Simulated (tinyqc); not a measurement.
Gas flow in a process chamber: flow regimes, conductance, effective pumping speed, pump-down, outgassing and purge: one step, computed by the program tinyqc.

Ideal gas, isothermal flow, a pump of constant speed at the end of a round pipe; process gas, volume gas and outgassing are given the same properties. 1 sccm = 101325 Pa x 1e-6 m^3/60 s x T/273.15 K.

Question. Molecular flow. Mean speed c = sqrt(8 k_B T/(pi m)); aperture conductance C_a = c pi d^2/16; molecular pipe C_m = C_a/(1 + 3 l/(4 d)) (Dushman form); viscous pipe C_v = pi d^4 p_mean/(128 eta l); Knudsen interpolation C = C_v + C_m (1 + x)/(1 + 1.24 x), x = d p_mean sqrt(m/(k_B T))/eta. Effective speed 1/S_eff = 1/S + 1/C_m; time constant V/S_eff; pressure at which the free path k_B T/(sqrt2 pi d_m^2 p) equals d.

Inputs (values chosen for the exercise, modelled on water vapour near room temperature):
```
quantity            value   unit
molar mass M        18.02  g/mol
molecular diameter   0.46     nm
temperature T         293      K
chamber volume V       20      L
pipe diameter d       2.5     cm
pipe length l          26     cm
pump speed S           15    L/s
```

Constants: k_B = 1.380649e-23 J/K; u = 1.6605390666e-27 kg.

Give: mean speed c; C_a; C_m; S_eff in molecular flow; time constant; pressure where the free path equals d.

Answer.

mean speed c = 586.7 m/s

C_a = 72.00 L/s

C_m = 8.182 L/s

S_eff in molecular flow = 5.294 L/s

time constant = 3.778 s

pressure where the free path equals d = 0.1721 Pa

The pipe passes on 35 % of the pump speed.
